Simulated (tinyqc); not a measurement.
Two-dimensional electron gas with Rashba and Dresselhaus coupling, step by step. Values are carried at full precision from step to step, so a last printed digit may differ when a step is redone from the rounded ones.

H = c k^2/m + al (ky sx - kx sy) + b1 (kx sx - ky sy) + gam kx ky (kx sy - ky sx), s the Pauli matrices, x = [100], c = hbar^2/2m0, b1 = gam (pi/L)^2 (hard walls). H = c k^2/m + B.s, so E = c k^2/m -/+ |B| and the lower state has its spin along -B.

Constants: hbar^2/2m0 = 3.80998211 eV angstrom^2; hbar = 6.58211957e-16 eV s.

Values chosen for the exercise (of the size met in GaN; not measured data):

| symbol | value | unit | meaning |
|---|---|---|---|
| m | 0.2216 | m0 | mass |
| al | 0.0064 | eV angstrom | Rashba constant |
| gam | 0 | eV angstrom^3 | bulk Dresselhaus constant |
| L | 236 | angstrom | width of the (001) well |
| n | 5.2 | 1e11/cm^2 | sheet density (one subband filled) |
| phi | 160 | degrees | angle of k from [100] |

## Scales

b1; mean Fermi wave vector k0 = sqrt(2 pi n) (1e11/cm^2 = 1e-5/angstrom^2); E0 = c k0^2/m; b3 = gam k0^2/4; kR = al m/(2c) and ER = al kR/2, the shift and depth of a pure Rashba band.

b1 = 0 eV angstrom
k0 = 0.01808 1/angstrom
E0 = 5.617 meV
b3 = 0 eV angstrom
kR = 0.0001861 1/angstrom
ER = 0.0005956 meV

There is no Dresselhaus term; kR is 1.0 % of k0.

## Spin-orbit field at one point of the Fermi circle

k = k0 (cos phi, sin phi). Form B, the splitting 2|B| and the direction of the lower spin, atan2(-By, -Bx).

Bx, By (meV): 0.0396  0.1087

splitting = 0.2314 meV
direction of the lower spin = -110.0 degrees

## The matrix

H = [[E0, Bx - i By], [Bx + i By, E0]] in meV; diagonalise. Precession period h/(2|B|) = 2 pi hbar/(splitting).

H (meV):
```
                  up            down
up            5.6174  0.0396-0.1087i
down  0.0396+0.1087i          5.6174
```

levels (meV): 5.5017  5.7331

period = 17.9 ps

## The two wave vectors at the energy E0 along this direction

Solve c k^2/m -/+ |B(k)| = E0. The spin turns by (k_outer - k_inner) per length, so a half turn takes pi/(difference).

k (1/angstrom): outer 0.018263, inner 0.017890

difference = 0.0003722 1/angstrom
length of a half turn = 844.0 nm

For linear terms alone the difference is (m/c)|B|/k, whatever the energy: every electron along this direction turns alike, the basis of the spin transistor.

## Checks

- Difference of the Fermi wave vectors without Dresselhaus terms against al m/c: both 0.00037224.

Computed by tinyqc, a small Python program: `OMP_NUM_THREADS=1 python tinyqc.py 1481316 1481317 out.jsonl` (the numbers bound the seed that draws the inputs); one thread of a shared host (Intel(R) Xeon(R) Processor @ 2.30GHz), about 0.01 s for the whole set of steps.
